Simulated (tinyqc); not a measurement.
Worked calculation: time-domain thermoreflectance: layered heat flow under a modulated pulse train, and what the signal ratio measures. Computed by tinyqc, a small Python program that keeps every step. Command: `OMP_NUM_THREADS=1 python tinyqc.py 3113972 3113973 out.jsonl tdtr walk`. One thread of a shared host (Intel(R) Xeon(R) Processor @ 2.30GHz), about 0.2 s of CPU time with the checks. Intermediate numbers are printed to about 6 digits and carried at full precision; extremes and crossings named in words are read from the listed rows.

Pulses repeat at 80 MHz; heat is laid down at the surface, all layers are isotropic, and the film is in perfect contact with the substrate.

Inputs (values chosen for the exercise, modelled on aluminium on a SiGe alloy):

| quantity | value | unit |
|---|---|---|
| metal thickness d | 110 | nm |
| metal conductivity | 140 | W/(m K) |
| metal heat capacity | 2.42 | MJ/(m^3 K) |
| boundary conductance G under the metal | 67 | MW/(m^2 K) |
| film thickness | 5.7 | nm |
| film conductivity | 3.6 | W/(m K) |
| film heat capacity | 1.7 | MJ/(m^3 K) |
| substrate conductivity kappa | 7.66 | W/(m K) |
| substrate heat capacity C | 1.63 | MJ/(m^3 K) |
| modulation frequency f | 5 | MHz |
| spot radius w (1/e^2, pump and probe) | 4.5 | micrometre |
| delay t | 730 | ps |

Stack: metal, film, substrate.

## Length and time scales

Penetration depth sqrt(kappa/(pi f C)); effusivity sqrt(kappa C); cooling time of the metal d C_m/G; Kapitza length kappa/G.

penetration depth = 0.546966 micrometre

effusivity = 3533.53 W s^(1/2)/(m^2 K)

cooling time of the metal = 3973.13 ps

Kapitza length = 114.328 nm

depth over spot radius = 0.121548

## Impedance at k = 0 and the modulation frequency

For radial wave number k and angular frequency W each layer has u = sqrt(4 pi^2 k^2 + i W C/kappa) and gamma = kappa u. Surface impedance from below: Z = 1/gamma for the substrate; a layer of thickness L maps Z to (Z + tanh(u L)/gamma)/(1 + gamma Z tanh(u L)); a boundary adds 1/G. Take k = 0 and W = 2 pi f.

Z of the substrate = 35.7028-35.7028i m^2 K/GW

Z at the surface = 28.0348-36.7438i m^2 K/GW

## Response at the modulation frequency

Response per absorbed watt H(W) = 2 pi int_0^(2/w) Z(k, W) exp(-pi^2 k^2 w^2) k dk by 20 Gauss-Legendre points.

H(2 pi f) = 0.454260-0.490773i K/mW

phase of H(2 pi f) = -47.2126 degrees

## Signal at one delay

Signal: X + iY = sum_(m = -M..M) H(2 pi (f + m f_r)) exp(i 2 pi m f_r t) exp(-pi (m/M)^2 x 4), f_r = 80 MHz, M = 4000, with H(-W) the complex conjugate of H(W); V_in = X, V_out = Y, ratio = -V_in/V_out.

V_in = 0.818221 K/mW

V_out = -0.482051 K/mW

ratio -V_in/V_out = 1.69737

## Ratio and sensitivities against delay

Sensitivity S = ln(ratio'/ratio)/ln(1.01) for a rise of one input by 1 %.

Ratio and sensitivities:

| t (ps) | ratio | S to kappa | S to G | S to d | S to C | S to w | S to film conductivity |
|---|---|---|---|---|---|---|---|
| 100 | 1.95858 | 0.325387 | 0.033926 | -0.518940 | 0.308514 | -0.324332 | 0.0041116 |
| 200 | 1.88778 | 0.322863 | 0.019951 | -0.628820 | 0.305733 | -0.322345 | 0.0028605 |
| 400 | 1.80888 | 0.317700 | -0.001183 | -0.598578 | 0.300297 | -0.318177 | 0.0007629 |
| 800 | 1.67589 | 0.306455 | -0.031638 | -0.542510 | 0.288524 | -0.310839 | -0.0023984 |
| 1500 | 1.49043 | 0.287326 | -0.066376 | -0.465002 | 0.268462 | -0.300640 | -0.0061092 |
| 2500 | 1.28759 | 0.263502 | -0.096189 | -0.382858 | 0.243235 | -0.290579 | -0.0093682 |
| 4000 | 1.06164 | 0.235584 | -0.121114 | -0.296970 | 0.212980 | -0.282987 | -0.0121534 |

The largest sensitivity in size at 100 ps is to d (-0.52). kappa and C enter almost alike, through the effusivity. At 400 ps an error of 3 % in d passes on as 6 % in kappa.

Checks made by the program: steady rise of a bare substrate, 1/(2 sqrt(pi) w kappa), from the same quadrature (relative difference below 1e-10).
